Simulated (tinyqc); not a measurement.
Which pair of peaks is best: composition and strain of an epitaxial Si(1-x)Ge(x) layer from Raman and X-ray peaks. Computed by tinyqc, a small Python program. Command: `OMP_NUM_THREADS=1 python tinyqc.py 3009256 3009257 out.jsonl epiraman walk`. One thread of a shared host (Intel(R) Xeon(R) Processor @ 2.30GHz), about 0.01 s of CPU time with the checks.

A (001) layer, biaxially strained in the plane. The Raman peaks follow empirical lines omega = w0 + c1 x + c3 x^3 + b eps (c3 for Si-Ge alone), with eps the in-plane strain.

Inputs (values chosen for the exercise, modelled on silicon-germanium):
```
quantity                     value  unit
Ge fraction x                 0.65     -
Si-Si: c1                    -63.8  1/cm
Si-Si: strain coefficient b   -770  1/cm
Si-Ge: c1                     23.6  1/cm
Si-Ge: c3                    -31.8  1/cm
Si-Ge: strain coefficient b   -602  1/cm
Ge-Ge: c1                     18.7  1/cm
Ge-Ge: strain coefficient b   -467  1/cm
uncertainty of a Raman peak    0.1  1/cm
```

Substrate: relaxed alloy buffer.

Method. For each pair invert J = [d omega/dx, d omega/d eps] at the true x. Independent errors of the given size in both peaks give sigma_x and sigma_eps = uncertainty x (norm of the rows of the inverse of J).

Error propagation:
```
pair               det J    sigma_x  sigma_eps (per mille)
Si-Si and Si-Ge   25.544  0.0038264                0.25819
Si-Si and Ge-Ge  44.1936  0.0020377                0.15044
Si-Ge and Ge-Ge   19.059  0.0039975                0.13157
```

The pair Si-Si and Ge-Ge fixes x best (sigma_x = 0.0020) and Si-Ge and Ge-Ge worst (0.0040), a factor 2.0. Strain moves all peaks the same way, so a good pair needs different ratios of composition slope to strain coefficient, best of opposite sign; the slopes here are -63.8, -16.7 and 18.7 per cm for Si-Si, Si-Ge and Ge-Ge. Errors in the coefficients themselves are not counted.

Extremes, crossings and ranges named in words are read from the listed rows.
